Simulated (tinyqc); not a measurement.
From results back to parameters: six-band k.p model of the valence band of a wurtzite crystal. Three cases, with inputs chosen for the exercise.

Problem. In the quasi-cubic model the splittings of an unstrained wurtzite crystal obey (E1 - E2) + (E1 - E3) = Dcr + Dso and (E1 - E2)(E1 - E3) = (2/3) Dcr Dso. The two splittings are given, and it is known that Dcr > Dso.

Case 1.

E1 - E2, E1 - E3 (meV): 4.3005  64.4995

Case 2.

E1 - E2, E1 - E3 (meV): 4.5416  63.1584

Case 3.

E1 - E2, E1 - E3 (meV): 4.4364  69.2636

Find: sum; product; Dcr; Dso.

Solution. Dcr and Dso are the roots of t^2 - S t + (3/2) P = 0; the energies alone cannot tell which is which, since the formulas are symmetric in the two.

Case 1.

sum = 68.80 meV
product = 277.4 meV^2
Dcr = 62.1 meV
Dso = 6.7 meV

Case 2.

sum = 67.70 meV
product = 286.8 meV^2
Dcr = 60.6 meV
Dso = 7.1 meV

Case 3.

sum = 73.70 meV
product = 307.3 meV^2
Dcr = 66.8 meV
Dso = 6.9 meV

Computed by tinyqc, one run a case: `OMP_NUM_THREADS=1 python tinyqc.py N N+1 out.jsonl` with N = 1050656, 1050960, 1051014; one thread of a shared Intel(R) Xeon(R) Processor @ 2.30GHz, about 0.01 s a run at most.
